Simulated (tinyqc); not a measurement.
# Donor or exciton in a quantum well (variational effective-mass method), step by step

A worked calculation. Computed by tinyqc, a small Python program that keeps every step. Command: `OMP_NUM_THREADS=1 python tinyqc.py 3000141 3000142 out.jsonl welldonor walk`. One thread of a shared host (Intel(R) Xeon(R) Processor @ 2.30GHz), about 0.06 s of CPU time with the checks. Intermediate numbers are printed to about 6 digits and carried at full precision; extremes and crossings named in words are read from the listed rows.

H = -nabla^2 - 2/|r - r_i| + V(z) in effective units; trial function psi = f(z) exp(-|r - r_i|/lambda), f the ground state of the well. Mass and screening are the same in well and barrier; l = L/a* is the width in effective units. Bands are flat: no polarisation or applied field.

Inputs (values chosen for the exercise, for a model semiconductor):
```
quantity,value,unit
electron mass m,0.124,m_0
dielectric constant eps,9.78,-
well width L,3.6,nm
trial radius lambda,0.44,a*
donor position z_i/L from the centre,0,-
```

Centre: donor. Barriers: infinite.

Constants: Ry = 13.605693123 eV; a_0 = 0.529177210903 angstrom; hbar^2/(2 m_0) = 3.80998212 eV angstrom^2.

## Effective units

Ry* = Ry m/eps^2, a* = a_0 eps/m; l = L/a*.

mass used = 0.124 m_0

Ry* = 17.6386 meV

a* = 4.17367 nm

l = 0.862550

Caution: so narrow a well has large confinement energy, where non-parabolicity and barrier penetration matter.

## The subband

k = pi/l; f = cos(k z) inside and zero outside; subband energy k^2 Ry*.

k = 3.64222 1/a*

subband energy = 233.989 meV

## Binding at the trial radius

Binding E_b(lambda) = -1/lambda^2 + 4 A/(lambda B), with A = int f^2 exp(-2 s/lambda) dz, B = int f^2 exp(-2 s/lambda)(1 + 2 s/lambda) dz and s = |z - z_i|; 40 Gauss-Legendre points on each piece between the walls at z = -l/2 and l/2 and z_i.

A = 0.259358 a*

B = 0.373758 a*

E_b(lambda) = 1.14308 Ry*

## Best radius

Golden-section search for the maximum over lambda from 0.3 to 4, 40 steps.

best lambda = 0.784211 a*

binding in Ry* = 2.36031

binding energy = 41.6326 meV

radius lambda a* = 3.27304 nm

Confinement changes the binding by a factor 2.360 against the bulk value (limits: 4 in two dimensions, 1 inside a wide well).

## Binding against well width

Each row maximises over lambda (golden section, 0.3 to 4).

Against width:
```
L (nm),lambda (a*),binding (Ry*),binding (meV)
1.1,0.62131,3.16423,55.8126
2.0,0.69133,2.78335,49.0944
3.6,0.78421,2.36031,41.6326
6.5,0.89625,1.93522,34.1346
12.0,1.00785,1.54731,27.2925
```

The binding is largest in the narrowest well, 3.164 Ry* at 1.1 nm, on the way to 4. In the widest well it is 1.547 Ry*. In the narrow rows the confinement energy passes real barrier heights: infinite walls and a parabolic band fail, and with real barriers the binding peaks and falls.

## Binding against position

The formulas are those given above.

Against position:
```
z_i/L,lambda (a*),binding (Ry*),binding (meV)
0.0,0.78421,2.36031,41.6326
0.1,0.80339,2.27637,40.1519
0.2,0.86460,2.05538,36.2541
0.3,0.97121,1.77654,31.3358
0.4,1.10928,1.52119,26.8317
0.5,1.24948,1.32537,23.3777
```

From the centre to the wall the binding falls from 41.633 to 23.378 meV, 56 % of the centre value, since the walls keep the electron away from an off-centre ion; uniform doping thus gives a band of levels 18.255 meV wide, with a peak in its density at the centre value, where the slope vanishes.

Checks made by the program: the two-dimensional limit, 4 Ry* (relative difference 2e-03).
